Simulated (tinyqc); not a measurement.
Changing the interface energy gamma: classical nucleation, growth and JMAK kinetics of crystallisation from a melt or glass. Computed by tinyqc, a small Python program. Command: `OMP_NUM_THREADS=1 python tinyqc.py 3026678 3026679 out.jsonl nucl sweep`. One thread of a shared host (Intel(R) Xeon(R) Processor @ 2.30GHz), about 0.01 s of CPU time with the checks.

A spherical nucleus cap on a flat wall with a sharp interface of isotropic energy gamma; lambda = Omega^(1/3) is the jump distance.

Inputs (values chosen for the exercise, for a model substance): melting point T_m = 700 K; heat of melting per volume H = 746 J/cm^3; atomic volume Omega = 17.3 angstrom^3; temperature T = 418 K; diffusion prefactor D0 = 1.3e-06 m^2/s; activation energy Q = 0.607 eV; contact angle theta = 145 degrees; wall area per volume S_v = 26000 1/m.

Nucleation: on a flat wall. Driving force: Thompson-Spaepen.

Constants: e = 1.602176634e-19 C; k_B = 1.380649e-23 J/K; k_B = 8.617333262e-05 eV/K.

Method:
- Driving force per volume: dG = H [(T_m - T)/T_m] [2 T/(T_m + T)].
- Shape factor f = (2 + cos theta)(1 - cos theta)^2/4.
- W(r) = f [4 pi r^2 gamma - (4/3) pi r^3 dG]; r* = 2 gamma/dG; W* = f 16 pi gamma^3/(3 dG^2); n* = f (4/3) pi r*^3/Omega.
- D = D0 exp(-Q/(k_B T)); attachment rate k+ = (A*/lambda^2) D/lambda^2 with A* = 2 pi r*^2 (1 - cos theta); Zeldovich factor Z = sqrt(W*/(3 pi k_B T))/n*; sites per volume N = S_v/lambda^2; I = N Z k+ exp(-W*/(k_B T)); lag time = 1/(4 pi Z^2 k+).
- Growth (Wilson-Frenkel): u = (D/lambda) [1 - exp(-dG Omega/(k_B T))].
- JMAK with steady nucleation and growth, nuclei spread at random: extended fraction X_e = (pi/3) I u^3 t^4, X = 1 - exp(-X_e); t_X = [-3 ln(1 - X)/(pi I u^3)]^(1/4); final grains per volume = Gamma(5/4) (3/pi)^(1/4) (I/u)^(3/4), Gamma(5/4) = 0.9064024771.
- The nose is the T between 0.3 and 0.97 T_m where I u^3 is largest; the time is for X = 1e-6, and the critical cooling rate is estimated as (T_m - T_nose)/t_nose.

One run for each value; columns: (1) interface energy gamma (J/m^2); (2) barrier W* (eV); (3) nucleation rate I (1/(m^3 s)); (4) nose temperature (K); (5) critical cooling rate (K/s):
```
(1)       (2)        (3)    (4)        (5)
0.0654  0.566  8.740e+22  490.9  1.375e+07
0.0734  0.800  1.393e+20  474.7  2.060e+06
0.0814  1.091  4.533e+16  460.5  2.190e+05
0.0894  1.445  2.537e+12  448.1  1.585e+04
0.0974  1.869  2.056e+07  437.4  7.482e+02
0.1050  2.342  4.277e+01  428.7  2.657e+01
0.1130  2.919  4.886e-06  420.9  4.784e-01
0.1210  3.584  4.866e-14  414.3  4.912e-03
```

Over the rows, barrier W* (eV) rises from 0.566 to 3.58 (exponent d ln y / d ln x about 3.0 throughout); nucleation rate I (1/(m^3 s)) falls from 8.74e22 to 4.87e-14 (exponent d ln y / d ln x -56 between the first rows and -270 between the last); nose temperature (K) falls from 491 to 414 (exponent d ln y / d ln x -0.29 between the first rows and -0.23 between the last). The exponent of barrier W* stays at 3: W* goes as gamma^3. Across a change of gamma by a factor 1.85 the rate falls by 36.3 decades, because W* enters the exponent as gamma^3; this is why measured rates fix gamma well and computed gamma fixes rates badly.

Caution (all rows): homogeneous nucleation, left out here, would be as fast or faster: the wall offers too few sites or too small a cut in the barrier.

Extremes, crossings and ranges named in words are read from the listed rows.
